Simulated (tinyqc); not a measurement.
CMOS inverter, nodal equation and switching: one step of the calculation.

An n-channel pull-down (bn, VTn) and a p-channel pull-up (bp, VTp) share the input Vin and the output node Vout, which carries the load C. Transistor (EKV form, voltages against the body): I = 2 n b Vt^2 [F(vp - Vs) - F(vp - Vd)] from drain to source, F(v) = ln^2(1 + exp(v/(2 Vt))), vp = (Vg - VT + sg |Vd - Vs|)/n. n-channel bodies are at 0; for the p-channel device all voltages are counted down from Vdd. b in uA/V^2 gives I in uA. Static: In = Ip. Transient: C dVout/dt = Ip - In. No velocity saturation, no gate capacitance beyond C.

Question. Output voltage by Newton steps. f = In - Ip at (Vin, Vout); G = df/dVout by a central difference with +/- 1e-6 V; Vout(new) = Vout - f/G, the step limited to +/- 0.1 V.

Inputs (values chosen for the exercise): temperature T = 273 K; supply voltage Vdd = 0.6 V; slope factor n = 1.17; drain-induced barrier lowering sg = 0.111; n-channel threshold VTn = 0.36 V; p-channel threshold (magnitude) VTp = 0.31 V; gain factor of the pull-down transistor bn = 290 uA/V^2; gain factor of the pull-up transistor bp = 290 uA/V^2; input voltage Vin = 0.21 V.

Constants: q = 1.602176634e-19 C, kB = 1.380649e-23 J/K, Vt = kB T/q. Results are converted to the units shown.

Vout after iteration 1 = 0.4 V

Wanted: In; Ip; G; Vout after iteration 2.

Answer.

In = 0.007052 uA
Ip = 1.502 uA
G = 2.754 uS
Vout after iteration 2 = 0.5000 V

tinyqc, about 0.03 s, one thread, Intel Xeon 2.30GHz (shared host): `OMP_NUM_THREADS=1 python tinyqc.py 2340058 2340059 out.jsonl`
